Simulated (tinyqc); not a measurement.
Plane-wave Kohn-Sham cycle with exchange-only LDA in a layered model solid, step by step. Computed by tinyqc, a small Python program that keeps every step. Settings: points = 16, plane-wave index or count = 2, electrons = 2, k points = 4, area = 38.0, mixing = 1.0, iteration cap = 66, Pulay depth = 5. Command: `OMP_NUM_THREADS=1 python tinyqc.py 20793 20794 out.jsonl` (the two numbers bound the seeds that draw the settings). One thread of a shared host (Intel(R) Xeon(R) Processor @ 2.60GHz), about 0.01 s of CPU time with the checks. Later iterations appear only in the table of the cycle.

## Iteration 1: potential

A solid whose potential varies along x alone (atomic units):
```
parameter                      value
period a                   15.100000
cross-section of the cell  38.000000
electrons per cell                 2
grid points                       16
plane waves -n..n, n               2
k points                           4
V1 in V1 cos(2 pi x/a)     -0.600000
V2 in V2 cos(4 pi x/a)     -0.020000
```

density at the start, on the grid x_j = j a/N (e/bohr^3): [0.00348554, 0.00348554, 0.00348554, 0.00348554, 0.00348554, 0.00348554, 0.00348554, 0.00348554, 0.00348554, 0.00348554, 0.00348554, 0.00348554, 0.00348554, 0.00348554, 0.00348554, 0.00348554]

V_H(G) = 4 pi rho(G)/G^2 for G != 0 (uniform background); v_x = -(3 rho/pi)^(1/3); V = V_ext + V_H + v_x; Fourier components f(G_m) = (1/N) sum_j f(x_j) exp(-i G_m x_j).

Potentials on the grid (hartree):
```
x              V_ext       V_H        v_x          V
0.000000   -0.620000  0.000000  -0.149307  -0.769307
0.943750   -0.568470  0.000000  -0.149307  -0.717777
1.887500   -0.424264  0.000000  -0.149307  -0.573571
2.831250   -0.215468  0.000000  -0.149307  -0.364775
3.775000    0.020000  0.000000  -0.149307  -0.129307
4.718750    0.243752  0.000000  -0.149307   0.094445
5.662500    0.424264  0.000000  -0.149307   0.274957
6.606250    0.540186  0.000000  -0.149307   0.390879
7.550000    0.580000  0.000000  -0.149307   0.430693
8.493750    0.540186  0.000000  -0.149307   0.390879
9.437500    0.424264  0.000000  -0.149307   0.274957
10.381250   0.243752  0.000000  -0.149307   0.094445
11.325000   0.020000  0.000000  -0.149307  -0.129307
12.268750  -0.215468  0.000000  -0.149307  -0.364775
13.212500  -0.424264  0.000000  -0.149307  -0.573571
14.156250  -0.568470  0.000000  -0.149307  -0.717777
```

V(G_m), m = 0, 1, 2, ... (hartree): [-0.149307, -0.300000, -0.010000, 0.000000, 0.000000]

## Iteration 1: Hamiltonian at one k

k = 0.125000 2 pi / a

H(m,m') = (k + G_m)^2/2 delta + V(G_m - G_m'), with V(-G) = V(G).

H (hartree), order -2, -1, +0, +1, +2:
$$\begin{pmatrix}
0.155047 & -0.300000 & -0.010000 & 0.000000 & 0.000000 \\
-0.300000 & -0.083026 & -0.300000 & -0.010000 & 0.000000 \\
-0.010000 & -0.300000 & -0.147954 & -0.300000 & -0.010000 \\
0.000000 & -0.010000 & -0.300000 & -0.039740 & -0.300000 \\
0.000000 & 0.000000 & -0.010000 & -0.300000 & 0.241618
\end{pmatrix}$$

## Iteration 1: levels at that k

Diagonalise the Hermitian matrix.

eigenvalues (hartree): [-0.597462, -0.252008, 0.080982, 0.390874, 0.503560]

## Iteration 1: new density

Motion across x is left out: the lowest 1 band(s) hold two electrons at each of the k points (j + 1/2)/nk - 1/2. Residual R = rho(out) - rho(in); rho(new) = rho(in) + 1 R. rho(out) = 2/(a A nk) sum |psi|^2 with psi = sum c exp(i G x). Harris energy E = band energy - dV sum rho (V_H/2 + v_x) + (3/4) dV sum rho v_x with rho(in), dV = a A/N, band energy = (2/nk) sum of the filled levels.

rho(out) (e/bohr^3): [0.01433311, 0.01182535, 0.00645730, 0.00210011, 0.00030441, 0.00001218, 0.00000466, 0.00000450, 0.00001841, 0.00000450, 0.00000466, 0.00001218, 0.00030441, 0.00210011, 0.00645730, 0.01182535]

density after iteration 1 (e/bohr^3): [0.01433311, 0.01182535, 0.00645730, 0.00210011, 0.00030441, 0.00001218, 0.00000466, 0.00000450, 0.00001841, 0.00000450, 0.00000466, 0.00001218, 0.00030441, 0.00210011, 0.00645730, 0.01182535]

energy per cell = -1.11785791 hartree

## Iteration 2: potential

As before.

Potentials on the grid (hartree):
```
x              V_ext        V_H        v_x          V
0.000000   -0.620000   0.499263  -0.239205  -0.359942
0.943750   -0.568470   0.441017  -0.224351  -0.351804
1.887500   -0.424264   0.292186  -0.183375  -0.315453
2.831250   -0.215468   0.109013  -0.126107  -0.232562
3.775000    0.020000  -0.061184  -0.066244  -0.107428
4.718750    0.243752  -0.197173  -0.022659   0.023921
5.662500    0.424264  -0.294495  -0.016453   0.113316
6.606250    0.540186  -0.352857  -0.016259   0.171070
7.550000    0.580000  -0.372277  -0.026003   0.181720
8.493750    0.540186  -0.352857  -0.016259   0.171070
9.437500    0.424264  -0.294495  -0.016453   0.113316
10.381250   0.243752  -0.197173  -0.022659   0.023921
11.325000   0.020000  -0.061184  -0.066244  -0.107428
12.268750  -0.215468   0.109013  -0.126107  -0.232562
13.212500  -0.424264   0.292186  -0.183375  -0.315453
14.156250  -0.568470   0.441017  -0.224351  -0.351804
```

V(G_m), m = 0, 1, 2, ... (hartree): [-0.098506, -0.144405, 0.004756, 0.008652, 0.000700]

## Iteration 2: Hamiltonian at one k

k = 0.125000 2 pi / a

As before.

H (hartree), order -2, -1, +0, +1, +2:
$$\begin{pmatrix}
0.205847 & -0.144405 & 0.004756 & 0.008652 & 0.000700 \\
-0.144405 & -0.032225 & -0.144405 & 0.004756 & 0.008652 \\
0.004756 & -0.144405 & -0.097154 & -0.144405 & 0.004756 \\
0.008652 & 0.004756 & -0.144405 & 0.011061 & -0.144405 \\
0.000700 & 0.008652 & 0.004756 & -0.144405 & 0.292419
\end{pmatrix}$$

## Iteration 2: levels at that k

As before.

eigenvalues (hartree): [-0.274851, -0.086755, 0.091142, 0.287487, 0.362925]

## Iteration 2: new density

B (overlaps of the stored error matrices):
$$\begin{pmatrix}
3.8313293e-04 & -4.8620979e-05 \\
-4.8620979e-05 & 1.0233648e-05
\end{pmatrix}$$

Motion across x is left out: the lowest 1 band(s) hold two electrons at each of the k points (j + 1/2)/nk - 1/2. Residual R = rho(out) - rho(in); rho(new) = rho(in) + 1 R; Pulay mixing then takes sum c_i of the stored mixed densities, with c from B_ij = sum R_i R_j as in DIIS. rho(out) = 2/(a A nk) sum |psi|^2 with psi = sum c exp(i G x). Harris energy E = band energy - dV sum rho (V_H/2 + v_x) + (3/4) dV sum rho v_x with rho(in), dV = a A/N, band energy = (2/nk) sum of the filled levels.

rho(out) (e/bohr^3): [0.01230367, 0.01062512, 0.00678182, 0.00311147, 0.00097780, 0.00019860, 0.00002728, 0.00000695, 0.00000681, 0.00000695, 0.00002728, 0.00019860, 0.00097780, 0.00311147, 0.00678182, 0.01062512]

DIIS coefficients: [0.119963, 0.880037]

density after iteration 2 (e/bohr^3): [0.01254713, 0.01076910, 0.00674289, 0.00299015, 0.00089702, 0.00017623, 0.00002457, 0.00000666, 0.00000820, 0.00000666, 0.00002457, 0.00017623, 0.00089702, 0.00299015, 0.00674289, 0.01076910]

energy per cell = -0.83480829 hartree

## Convergence

Stop when sqrt(dV sum R^2) is below 1e-8, dV = a A/N.

Course of the cycle:
```
iteration  E (hartree)  norm of the residual
1          -1.11785791              1.17e-01
2          -0.83480829              1.92e-02
3          -0.83362396              5.56e-04
4          -0.83362387              1.65e-05
5          -0.83362386              4.13e-07
6          -0.83362386              2.01e-07
7          -0.83362386              1.42e-08
8          -0.83362386              5.96e-13
```

Converged in 8 iterations. Before convergence this energy mixes input and output and is not variational, so it may rise towards its limit.
